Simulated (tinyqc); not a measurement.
Changing the thickness t: domain walls in a thin film with perpendicular anisotropy: Bloch, Neel and chiral walls, motion and stripe domains. Computed by tinyqc, a small Python program. Command: `OMP_NUM_THREADS=1 python tinyqc.py 3027783 3027784 out.jsonl mwall sweep`. One thread of a shared host (Intel(R) Xeon(R) Processor @ 2.30GHz), about 0.01 s of CPU time with the checks.

One-dimensional wall: polar angle theta(x), azimuth phi of the moment in the wall (phi = 0 Neel, 90 degrees Bloch). mu_0 = 1.25663706212e-6 T m/A, gamma = 1.76085963023e11 rad/(s T).

Inputs (values chosen for the exercise, for a model film):
```
quantity,value,unit
saturation magnetisation M_s,1270,kA/m
exchange stiffness A,8.4,pJ/m
uniaxial anisotropy K_u,1380,kJ/m^3
DMI constant D,0.16,mJ/m^2
```

Method:
- K_eff = K_u - mu_0 M_s^2/2; Delta = sqrt(A/K_eff); sigma_0 = 4 sqrt(A K_eff); profile theta = 2 arctan exp(x/Delta); quality factor Q = 2 K_u/(mu_0 M_s^2).
- sigma(phi) = sigma_0 + 2 Delta K_D cos^2(phi) - pi D cos(phi), with the wall shape anisotropy K_D = N_x mu_0 M_s^2/2, N_x = t ln 2/(pi Delta). The minimum has cos(phi) = D/D_N for D < D_N = 4 Delta K_D/pi and phi = 0 beyond; sigma turns negative at D_c = (sigma_0 + 2 Delta K_D)/pi.
- Dipolar length l = sigma/(mu_0 M_s^2); for t much smaller than the period the domain width is w = 0.955 t exp(pi l/t) (Kaplan and Gehring), given as log10 of w in nm.

One run for each value:
```
thickness t (nm),D_N (mJ/m^2),wall energy sigma (mJ/m^2),log10 of the domain width in nm
0.50,0.142,6.740,8.753
0.97,0.276,6.874,4.737
1.30,0.370,6.911,3.672
1.90,0.541,6.945,2.719
2.60,0.740,6.965,2.198
3.60,1.025,6.980,1.841
5.00,1.423,6.991,1.620
```

Give the missing row, thickness t (nm) = 0.69.

Computed row:
```
thickness t (nm)  D_N (mJ/m^2)  wall energy sigma (mJ/m^2)  log10 of the domain width in nm
0.69                     0.196                       6.814                            6.467
```

Interpolating between the two neighbouring rows (the first column on a logarithmic scale, the others too where they are positive) misses most in log10 of the domain width in nm, by 0.43 %. Over the rows, D_N (mJ/m^2) rises from 0.142 to 1.42 (exponent d ln y / d ln x about 1.0 throughout); wall energy sigma (mJ/m^2) rises from 6.74 to 6.99 (exponent d ln y / d ln x 0.034 between the first rows and 0.0048 between the last); log10 of the domain width in nm falls from 8.75 to 1.62. D, K_u and M_s are held fixed; interface terms in a real film fall as 1/t.

Caution (rows 2.60, 3.60, 5.00): the formula for N_x assumes a film much thinner than the wall width. Caution (rows 5.00): the domains are not wide against the wall, so the thin-wall formula fails.

Extremes, crossings and ranges named in words are read from the listed rows.
